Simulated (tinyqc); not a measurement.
Worked calculation: Jacobi rotations on a symmetric matrix. Computed by tinyqc, a small Python program that keeps every step. Settings: method = jacobi. Command: `OMP_NUM_THREADS=1 python tinyqc.py 27784 27785 out.jsonl` (the two numbers bound the seeds that draw the settings). One thread of a shared host (Intel(R) Xeon(R) Processor @ 2.60GHz), about 0.01 s of CPU time with the checks.

## Jacobi rotation 1

A:
```
          1         2         3         4         5         6
1   0.05900  -0.10600  -0.11100   0.00600   0.25700  -0.01600
2  -0.10600   0.31600  -0.23700   0.13600   0.28100   0.05000
3  -0.11100  -0.23700   1.57800  -0.06400  -0.07400   0.02700
4   0.00600   0.13600  -0.06400   2.09600   0.26600  -0.26900
5   0.25700   0.28100  -0.07400   0.26600   2.44400  -0.45200
6  -0.01600   0.05000   0.02700  -0.26900  -0.45200   3.18600
```

Take the largest off-diagonal element A_pq; tan 2 theta = 2 A_pq / (A_qq - A_pp) with |theta| <= pi/4; A' = J^T A J with J_pp = J_qq = cos, J_pq = sin, J_qp = -sin.

p, q, theta (rad): 5.00000  6.00000  -0.44175

A':
```
          1         2         3         4         5         6
1   0.05900  -0.10600  -0.11100   0.00600   0.22549  -0.12434
2  -0.10600   0.31600  -0.23700   0.13600   0.27540  -0.07493
3  -0.11100  -0.23700   1.57800  -0.06400  -0.05535   0.05604
4   0.00600   0.13600  -0.06400   2.09600   0.12546  -0.35690
5   0.22549   0.27540  -0.05535   0.12546   2.23024   0.00000
6  -0.12434  -0.07493   0.05604  -0.35690   0.00000   3.39976
```

## Jacobi rotation 2

As before.

p, q, theta (rad): 4.00000  6.00000  -0.25046

A':
```
          1         2         3         4         5         6
1   0.05900  -0.10600  -0.11100  -0.02500   0.22549  -0.12195
2  -0.10600   0.31600  -0.23700   0.11318   0.27540  -0.10630
3  -0.11100  -0.23700   1.57800  -0.04811  -0.05535   0.07016
4  -0.02500   0.11318  -0.04811   2.00470   0.12155   0.00000
5   0.22549   0.27540  -0.05535   0.12155   2.23024  -0.03110
6  -0.12195  -0.10630   0.07016   0.00000  -0.03110   3.49107
```

## All rotations

The off-diagonal norm falls at every rotation.

Rotations:
```
step    p    q      theta  off-diagonal norm
1       5    6   -0.44175           8.94e-01
2       4    6   -0.25046           7.38e-01
3       2    5    0.14009           6.26e-01
4       2    3   -0.16786           5.38e-01
5       1    5    0.09324           4.50e-01
6       1    2   -0.49391           3.96e-01
7       1    6   -0.04089           3.39e-01
8       4    5    0.37690           2.82e-01
9       3    5   -0.14865           2.34e-01
10      2    4    0.05862           1.91e-01
11      3    6    0.04209           1.53e-01
...   ...  ...        ...                ...
30      1    2   -0.00009           4.72e-05
31      1    4   1.39e-05           2.58e-05
32      4    6  -9.94e-06           1.39e-05
33      2    6   3.05e-06           2.05e-06
34      4    5   3.05e-06           1.14e-06
35      3    5  -1.01e-06           3.80e-07
36      2    5   1.05e-07           2.27e-07
37      1    6  -4.52e-08           3.73e-09
38      1    3   1.20e-09           2.48e-09
39      3    6  -7.08e-10           1.58e-09
40      2    4  -6.45e-10           5.08e-10
```

eigenvalues: -0.05048  0.31296  1.59893  1.95886  2.35434  3.50438
